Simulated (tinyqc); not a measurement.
## Off-state leakage of single and stacked transistors: subthreshold current against the height of the stack

n-channel devices of unit width. Subthreshold current I(Vg, Vs, Vd) = I0 (T/300 K)^0.5 exp[(Vg - Vs - VT(T) - gb (Vs - Vb) + dd (Vd - Vs))/(nf Vt)] (1 - exp(-(Vd - Vs)/Vt)), VT(T) = VT - cT (T - 300 K). Gate-edge tunnelling Ig (Vd/1 V) exp(ag (Vd - 1 V)), for a gate at 0 V, and band-to-band leakage Ab u exp(-Bb/u), u = Vd - Vb + 1 V, flow at a drain held at V; both are taken as independent of T. In a stack of off transistors (all gates at 0 V) the same subthreshold current passes through each.

All n gates at 0 V, bottom source at 0 V, top drain at V; node voltages follow from equal currents.

Parameters, values chosen for the exercise; values of the order met in bulk silicon logic transistors: temperature T = 358 K; supply voltage V = 1.2 V; threshold at 300 K, zero drain and body bias VT = 0.48 V; fall of the threshold with temperature cT = 0.5 mV/K; current at threshold at 300 K I0 = 0.49 uA/um; slope factor nf = 1.22; drain-induced lowering per volt dd = 0.06; rise of the threshold per volt of source-body bias gb = 0.18; body voltage Vb = 0 V.

Constants: q = 1.602176634e-19 C, kB = 1.380649e-23 J/K, Vt = kB T/q. Results are converted to the units shown.

Results:
columns A: n; B: I (nA/um); C: reduction factor; D: drain voltage of the bottom device (mV); E: source voltage of the top device (mV); F: voltage across the top device (V)
```
A         B      C      D      E      F
1   0.02266  1.000   1200      0  1.200
2  0.003152  7.189  59.87  59.87  1.140
3  0.001662  13.64  20.23  79.30  1.121
4  0.001126  20.12  12.36  91.12  1.109
6  6.836e-4  33.15  6.964  106.3  1.094
```

Estimate the missing row, n = 5.

Computed row:
columns A: n; B: I (nA/um); C: reduction factor; D: drain voltage of the bottom device (mV); E: source voltage of the top device (mV); F: voltage across the top device (V)
```
A         B      C      D      E      F
5  8.509e-4  26.63  8.906  99.62  1.100
```

With this row back in the table: The second transistor cuts the current by a factor of 7.19, the third by a further 1.90 and the sixth by 1.24. The top device keeps 91.1 % of the supply at n = 6, while the drain voltage of the bottom one falls to 0.226 Vt.

Computed by the program tinyqc: `OMP_NUM_THREADS=1 python tinyqc.py 2242033 2242034 out.jsonl`, one thread of a shared Intel Xeon 2.30GHz, about 0.03 s for the whole run.
